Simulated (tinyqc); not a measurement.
# Metal gate on a two-layer dielectric stack with fixed charge and a dipole, step by step

Numbers from tinyqc (`OMP_NUM_THREADS=1 python tinyqc.py 2010169 2010170 out.jsonl`; about 0.01 s on one thread of a shared Intel Xeon 2.30GHz). Printed values are rounded.

Gate, layer 2, layer 1, p-type semiconductor; x runs from the gate inwards. Charges are counted in units of +q. psi is the band bending at the surface, positive towards inversion. Classical charge, Boltzmann statistics, no interface traps.

Values chosen for this exercise; band and dielectric values close to those of germanium, layer 1 close to silicon nitride, layer 2 close to zirconium oxide:

| symbol | value | unit | meaning |
|---|---|---|---|
| T | 300 | K | temperature |
| Eg | 0.666 | eV | band gap |
| eps_r | 15.7 |  | relative permittivity |
| Nc | 1.05e19 | cm^-3 | conduction-band density of states at T |
| Nv | 5.97e18 | cm^-3 | valence-band density of states at T |
| chi | 3.96 | eV | electron affinity |
| Na | 4.8e16 | cm^-3 | acceptor density |
| pM | 4.74 | eV | work function of the gate metal |
| t1 | 0.5 | nm | thickness of layer 1, next to the semiconductor |
| e1 | 7.76 |  | relative permittivity of layer 1 |
| t2 | 2.4 | nm | thickness of layer 2, next to the gate |
| e2 | 24.1 |  | relative permittivity of layer 2 |
| Q1 | 5.7e11 | cm^-2 | fixed charge at the semiconductor interface |
| Q2 | 5.2e11 | cm^-2 | fixed charge between the layers |
| r1 | 0 | cm^-3 | uniform charge density in layer 1 |
| r2 | 1.1e18 | cm^-3 | uniform charge density in layer 2 |
| Vd | 0 | V | flat-band shift by a dipole layer between the layers |
| ps | -0.097 | V | band bending psi of the working point |

Constants: q = 1.602176634e-19 C, kB = 1.380649e-23 J/K, Vt = kB T/q, eps0 = 8.8541878128e-14 F/cm where lengths are in cm. Results are converted to the units shown.

Range of the model: At the working point ps the carrier density at the surface is 0.34 times the band density of states, where degeneracy and quantisation, left out here, matter.

## Equivalent thickness and work-function difference

EOT = 3.9 (t1/e1 + t2/e2), Cox = eps0/(t1/e1 + t2/e2); phi_ms = pM - (chi + Eg - Vt ln(Nv/Na)).

EOT = 0.6396704 nm
Cox = 5.398301 uF/cm^2
share of layer 1 in the EOT = 39.28408 %
phi_ms = 0.2386920 V

## Flat-band voltage, term by term

EOT = 3.9 (t1/e1 + t2/e2), Cox = eps0/(t1/e1 + t2/e2); phi_ms = pM - (chi + Eg - Vt ln(Nv/Na)). Vfb = phi_ms + Vd - (q/eps0) [Q1 (t1/e1 + t2/e2) + Q2 t2/e2 + r1 (t1^2/(2 e1) + t1 t2/e2) + r2 t2^2/(2 e2)]: each charge counts with its electrical distance from the gate.

terms (V): phi_ms 0.2386920, dipole 0.0000000, Q1 -0.0169172, Q2 -0.0093704, r1 0.0000000, r2 -0.0023786
Vfb = 0.2100257 V

Apart from phi_ms the largest term is that of Q1, -16.9 mV; all charges and the dipole together move Vfb by -28.7 mV.

## Threshold voltage

ni = sqrt(Nc Nv) exp(-Eg/(2 Vt)), Eg in volts, pB = Vt ln(Na/ni), Vth = Vfb + 2 pB + sqrt(4 q eps0 eps_r Na pB)/Cox.

ni = 2.015710e13 cm^-3
pB = 0.2010096 V
depletion charge = 0.09271253 uC/cm^2
Vth = 0.6292194 V

## Charge in the semiconductor

ni = sqrt(Nc Nv) exp(-Eg/(2 Vt)), Eg in volts. Qs = -sign(psi) sqrt(2 q eps0 eps_r Na Vt [exp(-u) + u - 1 + (ni/Na)^2 (exp(u) - u - 1)]), u = psi/Vt.

Qs = 0.1446604 uC/cm^2

The surface is accumulated.

## Fields and voltage drops

Gauss: D = -Qs just inside the semiconductor; going towards the gate subtract q Q1, then q r1 t1, q Q2 and q r2 t2. Field = D/(eps0 e); the drop over a layer is its mean field times its thickness; Vg = phi_ms + Vd + psi + both drops.

| place | D (uC/cm^2) | field (MV/cm) |
|---|---|---|
| layer 2, gate side | -0.3615951 | -0.1694559 |
| layer 2, inner side | -0.3192976 | -0.1496339 |
| layer 1, outer side | -0.2359844 | -0.3434574 |
| layer 1, semiconductor side | -0.2359844 | -0.3434574 |
| semiconductor surface | -0.1446604 | -0.1040642 |

drop over layer 2 = -0.03829078 V
drop over layer 1 = -0.01717287 V
Vg = 0.08622833 V

The same Vg follows from Vfb + psi - Qs/Cox. The largest field, 0.343 MV/cm in size, is at: layer 1, outer side.
